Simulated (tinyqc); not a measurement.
Inside a calculation. Model: pair-potential crystal by lattice sums. Computed by tinyqc, a small Python program that keeps every step. Command: `OMP_NUM_THREADS=1 python tinyqc.py 3001239 3001240 out.jsonl pairsum walk`. One thread of a shared host (Intel(R) Xeon(R) Processor @ 2.30GHz), about 0.02 s of CPU time with the checks. Intermediate numbers are printed to about 6 digits and carried at full precision; extremes and crossings named in words are read from the listed rows.

Energy per atom E = (1/2) sum over neighbours of phi(r); d is the nearest-neighbour distance.

Inputs (values chosen for the exercise, for model atoms): well depth eps = 0.197 eV; pair minimum r0 = 3.07 angstrom; cut-off r_c/r0 = 2.76; trial neighbour distance d/r0 = 1.02; repulsive exponent n = 12; attractive exponent m = 6.

Potential: Mie n-m. Structure: fcc.

Constants: 1 eV/angstrom^3 = 160.2176634 GPa.

## Shell sums at the trial distance

phi0(r) = eps [m (r0/r)^n - n (r0/r)^m]/(n - m); shifted-force cut-off: phi(r) = phi0(r) - phi0(r_c) - (r - r_c) phi0'(r_c) for r < r_c, zero beyond. Shells (distance in units of d, count): fcc 1.0000 (12), 1.4142 (6), 1.7321 (24), 2.0000 (12), 2.2361 (24), 2.4495 (8), 2.6458 (48), 2.8284 (6), 3.0000 (36), 3.1623 (24); hcp 1.0000 (12), 1.4142 (6), 1.6330 (2), 1.7321 (18), 1.9149 (12), 2.0000 (6), 2.2361 (12), 2.3805 (12), 2.4495 (6), 2.5166 (6), 2.5820 (12), 2.6458 (24), 2.7080 (6), 2.8868 (12), 3.0000 (12), 3.1091 (24), 3.1623 (12); bcc 1.0000 (8), 1.1547 (6), 1.6330 (12), 1.9149 (24), 2.0000 (8), 2.3094 (6), 2.5166 (24), 2.5820 (24), 2.8284 (24), 3.0000 (32); sc 1.0000 (6), 1.4142 (12), 1.7321 (8), 2.0000 (6), 2.2361 (24), 2.4495 (24), 2.8284 (12), 3.0000 (30), 3.1623 (24); diamond 1.0000 (4), 1.6330 (12), 1.9149 (12), 2.3094 (6), 2.5166 (12), 2.8284 (24), 3.0000 (16). Volumes per atom in d^3: fcc 0.70711, hcp 0.70711, bcc 0.76980, sc 1.00000, diamond 1.53960; hcp has the ideal c/a. Every shell inside the cut-off is summed. List each shell within the cut-off.

Shells:
```
shell  count  r (angstrom)   phi (eV)  phi' (eV/angstrom)  phi'' (eV/angstrom^2)
1         12       3.13140  -0.190273           0.0744697               0.972685
2          6       4.42847  -0.037868           0.0520455              -0.074352
3         24       5.42374  -0.009934           0.0132334              -0.017370
4         12       6.26280  -0.003146           0.0045348              -0.005703
5         24       7.00202  -0.000972           0.0017516              -0.002366
6          8       7.67033  -0.000220           0.0006321              -0.001147
7         48       8.28491  -0.000010           0.0001070              -0.000621
```

## Energy and virial pressure

E = (1/2) sum count x phi; P = -(1/(6 Omega)) sum count x r phi', Omega = 0.707107 d^3.

energy at the trial distance = -1.40611 eV/atom

pressure at the trial distance = -8.14211 GPa

The pressure is negative, so the lattice wants to contract.

## Equilibrium

Equilibrium: dE/dd = 0 at the lowest minimum with d between 0.78 r0 and 1.45 r0; B = d^2 E''(d)/(9 Omega). Unrelaxed vacancy: removing an atom breaks its bonds (2|E|) and placing it on the surface returns |E|, so E_v = |E|.

equilibrium distance d = 2.99768 angstrom

energy per atom = -1.48886 eV

bulk modulus B = 105.274 GPa

unrelaxed vacancy energy = 1.48886 eV

d is 2.4 % shorter than r0, because further shells pull and the first shell must push back.

## Elastic constants

At zero stress C_ijkl = (1/(2 Omega)) sum (phi'' - phi'/r) R_i R_j R_k R_l / r^2 over all neighbours, on cube axes; so C44 = C12 (Cauchy relation). C' = (C11 - C12)/2.

C11 = 147.722 GPa

C12 = C44 = 84.0509 GPa

C' = 31.8355 GPa

C' and C44 are positive: the structure is stable against homogeneous shear.

## Ranking of structures

The formulas are those given above.

Each structure at its own equilibrium:
```
structure  neighbours  d (angstrom)  E (eV/atom)  volume (angstrom^3)  B (GPa)
fcc                12       2.99768     -1.48886              19.0476  105.274
hcp                12       2.99758     -1.48902              19.0457  105.336
bcc                 8       2.93829     -1.42046              19.5282   97.952
sc                  6       2.93641     -0.96610              25.3191   51.857
diamond             4       2.97202     -0.54228              40.4168   18.163
```

The order is hcp < fcc < bcc < sc < diamond; hcp lies 0.17 meV below fcc. fcc (-1.488857 eV) and hcp (-1.489024 eV) share two shells and differ from the third on. Pair forces reward the number of bonds: diamond reaches only 36 % of the best binding. Caution: each structure is relaxed in d alone and may be unstable against shear; the tiny fcc-hcp difference depends on the cut-off.

Checks made by the program: virial pressure against -dE/dV (relative difference 6e-09); (C11 + 2 C12)/3 against the curvature of E(d) (relative difference 5e-06).
